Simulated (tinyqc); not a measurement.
Slope factor and drain-induced lowering from three currents.

Problem. With source and body at 0 V, I = A exp((Vg + dd Vd)/(nf Vt)) (1 - exp(-Vd/Vt)). Find nf, the swing nf Vt ln 10 and dd.

Inputs (values chosen for the exercise): temperature T = 358 K.

Constants: q = 1.602176634e-19 C, kB = 1.380649e-23 J/K, Vt = kB T/q. Results are converted to the units shown.

currents at (Vg, Vd) = (0, 0.05), (0, 1.2) and (0.06, 1.2) V (nA/um): [0.23802330, 1.3178924, 4.8192968]

Solution. The pair at equal Vd gives nf; the pair at equal Vg, after dividing out the factors 1 - exp(-Vd/Vt), gives dd.

nf = 1.50
swing = 107 mV/decade
dd = 0.0600

tinyqc, about 0.04 s, one thread, Intel Xeon 2.30GHz (shared host): `OMP_NUM_THREADS=1 python tinyqc.py 2242208 2242209 out.jsonl`
